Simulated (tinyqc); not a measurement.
Global model of a low-pressure process discharge: electron temperature, density, ion flux and ion energy: one step, computed by the program tinyqc. Command: `OMP_NUM_THREADS=1 python tinyqc.py 3112998 3112999 out.jsonl plasma walk`. One thread of a shared host (Intel(R) Xeon(R) Processor @ 2.30GHz), about 0.01 s of CPU time with the checks.

Maxwellian electrons with temperature T_e in eV, one positive ion, no negative ions, uniform bulk density n; rate constants have the Arrhenius form.

Problem. Geometry factors. n_g = p/(k_B T_g); lambda_i = 1/(n_g sigma); h_L = 0.86/sqrt(3 + L/(2 lambda_i)), h_R = 0.8/sqrt(4 + R/lambda_i); A_eff = 2 pi R^2 h_L + 2 pi R L h_R; d_eff = pi R^2 L/A_eff.

Inputs (values chosen for the exercise, of the order of those of an inductive discharge in a simple atomic gas):
```
quantity,value,unit
ion-neutral cross section,6.1e-19,m^2
pressure p,0.27,Pa
gas temperature T_g,400,K
radius R,24,cm
height L,15,cm
```

Constants: k_B = 1.380649e-23 J/K.

Give: gas density n_g; ion mean free path; h_L; h_R; A_eff; d_eff.

Solution.

gas density n_g = 4.889e+19 1/m^3

ion mean free path = 3.353 cm

h_L = 0.3758

h_R = 0.2395

A_eff = 1902 cm^2

d_eff = 14.27 cm
